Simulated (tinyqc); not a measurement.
# Read current of a NAND string, cells in series solved by shooting: two studies

Cells in series, numbered from 0 at the source line (0 V) to the bit line, each followed by a gap resistance Rg. A cell with gate Vg, threshold VT, source Vs and drain Vd passes I = 2 nf K Vt^2 [F(Vs) - F(Vd)]/(1 + th max(Vg - VT, 0)), F(V) = ln^2(1 + exp((Vg - VT - nf V)/(2 nf Vt))). The selected cell has Vg = Vr, the others Vg = Vp.

Inputs (values chosen for the exercise); values of the order met in vertical NAND strings: temperature T = 358 K; gain factor of a cell K = 13 uA/V^2; slope factor nf = 1.8; mobility reduction factor th = 0.08 1/V; resistance of the gap between cells Rg = 13 kohm; bit-line voltage Vbl = 0.4 V; pass voltage Vp = 6.4 V; threshold of an erased cell Ve = -2.3 V; threshold of the highest state Vh = 3.1 V; threshold of the selected cell Vx = 2.1 V; sensing current Is = 50 nA; read voltage on the selected word line Vr = 3.31 V.

Constants: q = 1.602176634e-19 C, kB = 1.380649e-23 J/K, Vt = kB T/q. Results are converted to the units shown.

Each table varies one quantity; the others keep the values above.

## Read current against the number of cells

For a trial current I start at 0 V and, cell by cell, solve for the drain: sqrt(F(Vd)) = sqrt(F(Vs) - I/k), k = 2 nf K Vt^2/(1 + th max(Vg - VT, 0)), Vd = [Vg - VT - 2 nf Vt ln(exp(sqrt F) - 1)]/nf, then add I Rg. The string current is the I for which the last node reaches Vbl. The apparent threshold is the Vr at which I = Is. Background: all other cells erased (VT = Ve) or all in the highest state (VT = Vh); ratio and shift are high over erased and high minus erased. The selected cell is in the middle, cell n/2.

Result of one run:

| n | I, others erased (uA) | I, others high (uA) | ratio | apparent VT, erased (V) | apparent VT, high (V) | background shift (mV) |
|---|---|---|---|---|---|---|
| 64 | 0.2087 | 0.1326 | 0.6356 | 2.252 | 2.296 | 43.45 |

What becomes of these results when the number of cells n is changed from 64 to 16, all else the same?

Result of the changed run:

| n | I, others erased (uA) | I, others high (uA) | ratio | apparent VT, erased (V) | apparent VT, high (V) | background shift (mV) |
|---|---|---|---|---|---|---|
| 16 | 0.7374 | 0.4981 | 0.6755 | 2.191 | 2.202 | 10.58 |

The whole series:

| n | I, others erased (uA) | I, others high (uA) | ratio | apparent VT, erased (V) | apparent VT, high (V) | background shift (mV) |
|---|---|---|---|---|---|---|
| 8 | 1.273 | 0.9190 | 0.7217 | 2.181 | 2.186 | 5.267 |
| 16 | 0.7374 | 0.4981 | 0.6755 | 2.191 | 2.202 | 10.58 |
| 32 | 0.3999 | 0.2597 | 0.6494 | 2.212 | 2.233 | 21.33 |
| 64 | 0.2087 | 0.1326 | 0.6356 | 2.252 | 2.296 | 43.45 |
| 96 | 0.1412 | 0.08906 | 0.6308 | 2.293 | 2.360 | 66.96 |
| 128 | 0.1067 | 0.06703 | 0.6284 | 2.334 | 2.432 | 97.20 |

With erased neighbours the current falls from 1.27 to 0.107 uA, as n^(-0.79) between the first two rows and n^(-0.97) between the last two (-1 once the series resistance rules). The ratio falls from 0.722 to 0.628 and the background shift rises from 5.27 to 97.2 mV.

## Effect of the read voltage on the selected word line

Same model as above.

The string has 64 cells and the selected one is cell 32.

The same in every row: apparent VT, erased (V) = 2.252; apparent VT, high (V) = 2.296; background shift (mV) = 43.45.

Effect of the read voltage on the selected word line:

| Vr (V) | I, others erased (uA) | I, others high (uA) | ratio |
|---|---|---|---|
| 1.8 | 1.870e-4 | 1.865e-4 | 0.9973 |
| 2.2 | 0.03584 | 0.02974 | 0.8300 |
| 2.6 | 0.1660 | 0.1149 | 0.6922 |
| 3 | 0.2030 | 0.1304 | 0.6423 |
| 3.4 | 0.2097 | 0.1330 | 0.6344 |
| 3.8 | 0.2125 | 0.1341 | 0.6313 |
| 4.2 | 0.2140 | 0.1347 | 0.6296 |
| 4.6 | 0.2150 | 0.1351 | 0.6285 |

As Vr goes from 1.8 to 4.6 V, the current with erased neighbours rises from 1.87e-4 to 0.215 uA, that with high neighbours rises from 1.86e-4 to 0.135 uA and the ratio falls from 0.997 to 0.628. The apparent thresholds do not depend on Vr.

Numbers from tinyqc (`OMP_NUM_THREADS=1 python tinyqc.py 2142048 2142049 out.jsonl`; about 0.5 s on one thread of a shared Intel Xeon 2.30GHz).
